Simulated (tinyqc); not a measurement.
Born-Oppenheimer dynamics on the UHF/sto-6g surface (energies and gradients from PySCF), for H3, spin multiplicity 2, step by step. Computed by tinyqc, a small Python program that keeps every step (integrals from PySCF). Settings: charge = 0, multiplicity = 2, basis = sto-6g, time step (fs) = 0.2, steps = 24. Command: `OMP_NUM_THREADS=1 python tinyqc.py 31899 31900 out.jsonl` (the two numbers bound the seeds that draw the settings). One thread of a shared host (Intel(R) Xeon(R) Processor @ 2.60GHz), about 1 s of CPU time with the checks.

## Velocity Verlet step 1

positions (bohr):
```
            x          y          z
1H   0.043464  -0.030236   0.003779
2H  -0.035905  -0.090707   1.799019
3H   0.102045  -0.035905  -1.742327
```

velocities (bohr per atomic time unit):
```
               x             y             z
1H   0.000034667   0.000117000  -0.000087667
2H  -0.000382333  -0.000205000   0.000071333
3H   0.000347667   0.000088000   0.000016333
```

gradient (hartree/bohr):
```
              x            y            z
1H   0.00022146   0.00166705   0.00753228
2H  -0.00056214  -0.00094034   0.00842921
3H   0.00034069  -0.00072671  -0.01596150
```

masses (electron masses): 1H 1837.152588, 2H 1837.152588, 3H 1837.152588

gradient after step 1 (hartree/bohr):
```
              x            y            z
1H   0.00021014   0.00173013   0.00793925
2H  -0.00057576  -0.00097246   0.00824259
3H   0.00036562  -0.00075766  -0.01618184
```

dt = 0.2 fs = 8.2683 atomic units; x' = x + v dt - g dt^2 / (2m); after the new gradient g', v' = v - (g + g') dt / (2m).

positions after step 1 (bohr):
```
            x          y          z
1H   0.043746  -0.029299   0.002914
2H  -0.039056  -0.092384   1.799452
3H   0.104913  -0.035164  -1.741895
```

velocities after step 1 (bohr per atomic time unit):
```
               x             y             z
1H   0.000033695   0.000109355  -0.000122482
2H  -0.000379773  -0.000200696   0.000033817
3H   0.000346077   0.000091340   0.000088665
```

## Velocity Verlet step 2

gradient after step 2 (hartree/bohr):
```
              x            y            z
1H   0.00018999   0.00178298   0.00846415
2H  -0.00058033  -0.00099631   0.00789563
3H   0.00039034  -0.00078667  -0.01635978
```

As before.

positions after step 2 (bohr):
```
            x          y          z
1H   0.044021  -0.028427   0.001754
2H  -0.042185  -0.094026   1.799578
3H   0.107768  -0.034394  -1.740861
```

velocities after step 2 (bohr per atomic time unit):
```
               x             y             z
1H   0.000032795   0.000101450  -0.000159395
2H  -0.000377171  -0.000196265  -0.000002499
3H   0.000344376   0.000094815   0.000161894
```

## Energy conservation

The total energy should stay constant up to terms of order dt^2; the step counts as short enough if it moves by less than 2 % of the largest kinetic energy.

Trajectory:

| time (fs) | 1H-2H (angstrom) | potential (hartree) | kinetic (hartree) | total (hartree) |
|---|---|---|---|---|
| 0.000000 | 0.951466 | -1.55826328 | 0.00031668 | -1.55794660 |
| 0.200000 | 0.952281 | -1.55826780 | 0.00032124 | -1.55794655 |
| 0.400000 | 0.953093 | -1.55828763 | 0.00034112 | -1.55794651 |
| 0.600000 | 0.953918 | -1.55832345 | 0.00037698 | -1.55794647 |
| 0.800000 | 0.954779 | -1.55837590 | 0.00042947 | -1.55794643 |
| 1.000000 | 0.955705 | -1.55844559 | 0.00049920 | -1.55794639 |
| 1.200000 | 0.956728 | -1.55853323 | 0.00058690 | -1.55794634 |
| 1.400000 | 0.957891 | -1.55863974 | 0.00069348 | -1.55794626 |
| 1.600000 | 0.959241 | -1.55876635 | 0.00082018 | -1.55794617 |
| 1.800000 | 0.960830 | -1.55891472 | 0.00096868 | -1.55794603 |
| 2.000000 | 0.962720 | -1.55908711 | 0.00114124 | -1.55794587 |
| 2.200000 | 0.964977 | -1.55928649 | 0.00134083 | -1.55794566 |
| 2.400000 | 0.967677 | -1.55951658 | 0.00157117 | -1.55794541 |
| 2.600000 | 0.970898 | -1.55978193 | 0.00183679 | -1.55794514 |
| 2.800000 | 0.974727 | -1.56008771 | 0.00214284 | -1.55794487 |
| 3.000000 | 0.979254 | -1.56043947 | 0.00249483 | -1.55794464 |
| 3.200000 | 0.984573 | -1.56084250 | 0.00289796 | -1.55794454 |
| 3.400000 | 0.990779 | -1.56130088 | 0.00335622 | -1.55794466 |
| 3.600000 | 0.997963 | -1.56181606 | 0.00387092 | -1.55794514 |
| 3.800000 | 1.006211 | -1.56238505 | 0.00443890 | -1.55794615 |
| 4.000000 | 1.015598 | -1.56299829 | 0.00505048 | -1.55794781 |
| 4.200000 | 1.026180 | -1.56363773 | 0.00568748 | -1.55795025 |
| 4.400000 | 1.037989 | -1.56427566 | 0.00632225 | -1.55795341 |
| 4.600000 | 1.051026 | -1.56487557 | 0.00691852 | -1.55795705 |
| 4.800000 | 1.065252 | -1.56539605 | 0.00743541 | -1.55796064 |

The total energy moves within 1.6e-05 hartree, under 2 % of the largest kinetic energy.
